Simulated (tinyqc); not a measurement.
# Access strength from the read disturbance

Inverse problem. Transistor (EKV form, voltages against the body): I = 2 n b Vt^2 [F(vp - Vs) - F(vp - Vd)] from drain to source, F(v) = ln^2(1 + exp(v/(2 Vt))), vp = (Vg - VT + sg |Vd - Vs|)/n. n-channel bodies are at 0; for the p-channel device all voltages are counted down from Vdd. b in uA/V^2 gives I in uA. In an SRAM read the low node Q obeys In(gate QB, drain Q) = Ip(gate QB, drain Q) + Ia, where the access transistor (threshold VTn) has its gate and drain at Vdd and its source at Q. Find Ia, ba and the cell ratio bn/ba.

Inputs (values chosen for the exercise):
- T = 293 K (temperature)
- Vdd = 0.9 V (supply voltage)
- n = 1.19 (slope factor)
- sg = 0.024 (drain-induced barrier lowering)
- VTn = 0.36 V (n-channel threshold)
- VTp = 0.45 V (p-channel threshold (magnitude))
- bn = 160 uA/V^2 (gain factor of the pull-down transistor)
- bp = 81 uA/V^2 (gain factor of the pull-up transistor)

Constants: q = 1.602176634e-19 C, kB = 1.380649e-23 J/K, Vt = kB T/q. Results are converted to the units shown.

Q and QB in the read (V): 0.11065975  0.89999558

Solution. The node equation gives Ia, which is proportional to ba.

Ia = 8.44 uA
ba = 110 uA/V^2
cell ratio = 1.45

Program tinyqc, `OMP_NUM_THREADS=1 python tinyqc.py 2340016 2340017 out.jsonl`; Intel Xeon 2.30GHz, shared host, one thread, about 0.1 s.
